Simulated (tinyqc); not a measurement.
Length of a molecular wire: coherent transport through a tight-binding bridge. Computed by the program tinyqc. Command: `OMP_NUM_THREADS=1 python tinyqc.py 110956 110957 out.jsonl`; one thread of a shared host (Intel(R) Xeon(R) Processor @ 2.60GHz), about 0.8 s.

A uniform bridge between two chains:
```
parameter,value
site energy (eV),5.100000
hopping in the bridge (eV),1.390000
lead hopping (eV),2.040000
couplings (eV),"0.63, 1.19"
E (eV),0.480000
```

T = Gamma_L Gamma_R |G_1n|^2 with the self-energies of semi-infinite chains.

Transmission against length:
```
sites,T,ln T
2,2.5259e-03,-5.9811
3,2.8200e-04,-8.1736
4,3.1551e-05,-10.3639
5,3.5310e-06,-12.5539
6,3.9517e-07,-14.7440
7,4.4225e-08,-16.9340
8,4.9495e-09,-19.1240
9,5.5392e-10,-21.3140
10,6.1992e-11,-23.5040
```

E lies outside the band of the bridge (|E - e|/2h = 1.662 > 1), so T decays as exp(-beta n) with beta = 2 arccosh(1.662) = 2.1900 a site; the last two rows give 2.1900.
